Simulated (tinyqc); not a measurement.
Electron mobility of a polar semiconductor by Rode's iterative solution of the Boltzmann equation: one step, computed by the program tinyqc. Command: `OMP_NUM_THREADS=1 python tinyqc.py 3026972 3026973 out.jsonl rode walk`. One thread of a shared host (Intel(R) Xeon(R) Processor @ 2.30GHz), about 0.01 s of CPU time with the checks.

The distribution is f(E) + e F l(E) (-df/dE) cos(theta) for a weak field F, theta counted from the force; l(E) is a mean free path. Elastic processes enter by their momentum rate, polar optical phonons by out- and in-scattering terms. One valley only: where upper valleys lie close, measured mobilities are lower. The density n is prescribed, even where a narrow-gap material would have more intrinsic carriers.

Question. Fermi level and screening. Parabolic band: E = hbar^2 k^2/(2 m), speed v = hbar k/m, states per spin, volume and energy g(E) = m k/(2 pi^2 hbar^2). Masses are multiplied by m_0 and all formulas are in SI units. The reduced Fermi level eta = E_F/(k_B T) solves n = 2 Z int g f dE with f = 1/(1 + exp(x - eta)) (Z = 1 unless valleys are given); screening length L_s = sqrt(eps_s eps_0 k_B T/(e^2 dn/deta)), dn/deta = 2 Z int g f (1 - f) dE. Integrals over x = E/(k_B T) use 160 Gauss-Legendre points in u = sqrt(x) from 0 to sqrt(max(eta, 0) + 32). N_I = n (1 + C)/(1 - C).

Inputs (values chosen for the exercise, modelled on GaSb):

| quantity | value | unit |
|---|---|---|
| effective mass m | 0.0422 | m_0 |
| static permittivity eps_s | 15.7 | - |
| electron density n | 6.5e+17 | 1/cm^3 |
| compensation ratio C | 0 | - |
| temperature T | 300 | K |

Band: parabolic. Elastic processes: acoustic, impurity.

Constants: k_B = 8.617333262e-05 eV/K; m_0 = 9.1093837015e-31 kg; e = 1.602176634e-19 C; hbar = 1.054571817e-34 J s; eps_0 = 8.8541878128e-12 F/m; k_B = 1.380649e-23 J/K.

Give: reduced Fermi level eta; screening length L_s; ionised impurity density N_I.

Answer.

reduced Fermi level eta = 2.110

screening length L_s = 8.263 nm

ionised impurity density N_I = 6.50e+17 1/cm^3

Caution: the gas is degenerate, and screening of the polar coupling, left out here, would raise the mobility.
